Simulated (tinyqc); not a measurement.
Nucleation and growth of vacancy voids in a cooling silicon-like crystal: one step, computed by the program tinyqc. Command: `OMP_NUM_THREADS=1 python tinyqc.py 3007647 3007648 out.jsonl voids walk`. One thread of a shared host (Intel(R) Xeon(R) Processor @ 2.30GHz), about 0.3 s of CPU time with the checks.

Spherical voids; vacancies are lost only to voids.

Problem. Nucleation rate at T with the initial excess. C_e = C_m exp[-(E_f/k_B)(1/T - 1/T_m)]; D = D0 exp(-E_m/(k_B T)); f = k_B T ln(C/C_e); r* = 2 gamma/(rho f); W* = 16 pi gamma^3/(3 rho^2 f^2); Z = f/sqrt(12 pi W* k_B T); I = rho Z (4 pi r* D C) exp(-W*/(k_B T)).

Inputs (values chosen for the exercise, for a model crystal): vacancy density at the melting point C_m = 8.6e+14 1/cm^3; formation energy E_f = 4.03 eV; melting point T_m = 1685 K; diffusion prefactor D0 = 0.0018 cm^2/s; migration energy E_m = 0.4 eV; site density rho = 5e+22 1/cm^3; void surface energy gamma = 0.874 J/m^2; temperature of the worked step T = 1370 K.

initial excess C = 5.063830e+13 1/cm^3

Constants: k_B = 8.617333262e-05 eV/K; k_B = 1.380649e-23 J/K; e = 1.602176634e-19 C.

Give: C_e; D; driving force f; critical radius r*; W*/(k_B T); rate I.

Solution.

C_e = 1.4556e+12 1/cm^3

D = 6.0786e-05 cm^2/s

driving force f = 0.41902 eV

critical radius r* = 0.52075 nm

W*/(k_B T) = 52.487

rate I = 128.86 1/(cm^3 s)

Cooling by 10 K multiplies I by 310: nucleation switches on within a narrow range of temperature.
